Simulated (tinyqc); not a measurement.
Stoner model of a band magnet at zero temperature. Changing the filling n per spin orbital. Computed by tinyqc, a small Python program. Command: `OMP_NUM_THREADS=1 python tinyqc.py 3001793 3001794 out.jsonl stoner sweep`. One thread of a shared host (Intel(R) Xeon(R) Processor @ 2.30GHz), about 0.03 s of CPU time with the checks.

Five orbitals per spin share one band; u = (E - E_bottom)/W runs from 0 to 1, and the states per spin, atom and energy are g = 5 d(u)/W with d = 1 - c cos(4 pi u). N(u) is the integral of d from 0. The moment m = n_up - n_down (electrons per atom) moves the fillings to n +/- m/10; the energy is E(m) = E_band(m) - I m^2/4.

Inputs (values chosen for the exercise, for a model d band): band width W = 4.7 eV; Stoner parameter I = 0.406 eV; depth c of the valley = 0.76; start moment m0 = 0.61 mu_B; largest number of steps = 600.

Density of states: two peaks.

Method. Solve N(u_F) = n; g_F = 5 d(u_F)/W; the Stoner product is I g_F. Split the bands by Delta = I m, find the common Fermi level that keeps 10 n electrons, and read m(out) = 5 [N(u + Delta/(2W)) - N(u - Delta/(2W))], N clipped to 0 and 1. Start from m0 (at most 0.9 m_max, m_max = 10 min(n, 1 - n)); stop when m changes by less than 1e-8; moments under 1e-5 count as 0.

One run for each value:
```
filling n per spin orbital  moment m (mu_B)  Stoner product I g_F  g_F (1/eV)
0.08                                      0                0.4913       1.210
0.16                                      0                0.6906       1.701
0.25                                      0                0.7602       1.872
0.33                                      0                0.7055       1.738
0.42                                      0                0.4913       1.210
0.58                                      0                0.4913       1.210
0.67                                      0                0.7055       1.738
0.75                                      0                0.7602       1.872
0.84                                      0                0.6906       1.701
0.92                                      0                0.4913       1.210
```

Describe and explain the trends.

Over the rows, moment m (mu_B) does not change; Stoner product I g_F lies between 0.491 and 0.760 without a single trend; g_F (1/eV) lies between 1.21 and 1.87 without a single trend. Rows at saturation, m = 10 min(n, 1 - n): 0 of 10. The filling sets I g_F through the shape of the band. Left out: 0.500 (half filling).

Extremes, crossings and ranges named in words are read from the listed rows.
